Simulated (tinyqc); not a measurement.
Inside a calculation. Method: RHF in the 3-21g basis, for He, spin multiplicity 1. One step of it, computed by the program tinyqc.

Task: Iteration 2: DIIS coefficients. Solve [B -1; -1 0][c; lambda] = [0; -1] for the coefficients, which sum to one.

B (overlaps of the stored error matrices):
```
               1              2
1  1.2124592e+00  7.9008978e-02
2  7.9008978e-02  5.1485597e-03
```

Give: DIIS coefficients.

Result:

DIIS coefficients: -0.0697  1.0697
